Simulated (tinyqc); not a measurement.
Valley splitting of a silicon quantum well in envelope theory, step by step. Values are carried at full precision from step to step, so a last printed digit may differ when a step is redone from the rounded ones.

Constants: hbar^2/2m0 = 3.80998211 eV angstrom^2; kB = 8.617333262e-05 eV/K.

Parameters, chosen for this exercise (near those of a strained Si well in SiGe; shifted at random, so the results belong to these values and not to a real crystal):
- k0 = 0.837 2 pi/a (valley position)
- a = 5.431 angstrom (lattice constant)
- ml = 0.912 m0 (mass along z)
- F = 5 mV/nm (field pressing towards the upper interface)
- w = 1.2 angstrom (interface width parameter)
- L = 98 angstrom (well width)
- V0 = 0.14 eV (conduction offset)
- C0 = 0.24 (Bloch overlap factor)
- Yb = 0.21 (Ge share of the barrier)
- Yw = 0 (Ge share of the well)
- ad = 120 angstrom (dot radius)

## Wave number and lengths

q = 2 k0 (2 pi/a), its wavelength, the field length (c/(ml e F))^(1/3) with c = hbar^2/2m0 and 1 mV/nm = 1e-4 eV/angstrom, and the damping factor y/sinh(y), y = pi q w, of a step smoothed as 1/(1 + exp(z/w)).

q = 1.9367 1/angstrom
wavelength = 3.244 angstrom
field length = 20.3 angstrom
damping factor = 0.00985

## The envelope

The well lies at 0 < z < L; U(z) = V0 [1/(1 + exp(z/w)) + 1/(1 + exp((L - z)/w))] - e F z, 1 mV/nm = 1e-4 eV/angstrom. The envelope psi solves -(c/ml) psi'' + U psi = E psi, c = hbar^2/2m0, by three-point differences on a grid of 0.1 angstrom from -40 to L + 40 angstrom. The two valleys at +/- k0 couple through D = C0 times the integral of exp(-i q z) U(z) psi^2, q = 2 k0 (2 pi/a), and split by Ev = 2|D|.

Two lowest levels, mean position, and psi^2 at both interfaces.

levels (meV): -27.75  -9.73

<z> = 71.5 angstrom
psi^2 at z = 0 and L (1/angstrom): 3.40e-06  0.00314

The field makes psi^2 at the upper interface 924 times that at the lower one. The orbital spacing is 18.0 meV.

## Contributions to the coupling

Split D into the lower barrier, the upper barrier and the field term.

Parts of D (micro-eV):
```
part             real  imaginary   size
lower barrier   0.001      0.000  0.001
upper barrier  -0.050     -0.633  0.635
field term      0.000     -0.004  0.004
```

## Valley splitting and phase

The inter-valley coupling D is the sum of the complex parts; Ev = 2|D|, the valley phase is arg D, and kB T equals Ev at T = Ev/kB.

Ev = 1.28 micro-eV
phase = -1.65 rad
T = 0.015 K

The upper barrier gives the largest part.

## Alloy disorder

Random alloy: with Y(z) = Yw + (Yb - Yw) B(z), B the bracket in U, and in-plane density exp(-r^2/ad^2)/(pi ad^2), D gains a random complex part of variance sigma^2 = (C0^2/pi)(a^2 V0/(8 ad (Yb - Yw)))^2 (4/a) times the integral of psi^4 Y (1 - Y). Alone it gives a mean splitting sqrt(pi) sigma; together with the smooth part the rms splitting is 2 sqrt(|D|^2 + sigma^2).

Give the integral, sigma, the mean splitting from disorder alone and the rms total.

integral = 6.45e-06 1/angstrom
sigma = 6.0 micro-eV
sqrt(pi) sigma = 10.7 micro-eV
rms splitting = 12.2 micro-eV

|D|/sigma = 0.11: disorder dominates, so the splitting scatters from dot to dot down to zero.

## Checks

- Lowest level for sharp walls and no field against the square well, meV: both 3.5.
- Size of one barrier part in that case against C0 V0 psi(0)^2/sqrt(q^2 + 4 kappa^2), micro-eV: 7.7 against 7.8.

(tinyqc, `OMP_NUM_THREADS=1 python tinyqc.py 1281422 1281423 out.jsonl`, Intel(R) Xeon(R) Processor @ 2.30GHz, 1 thread, shared host, about 0.08 s.)
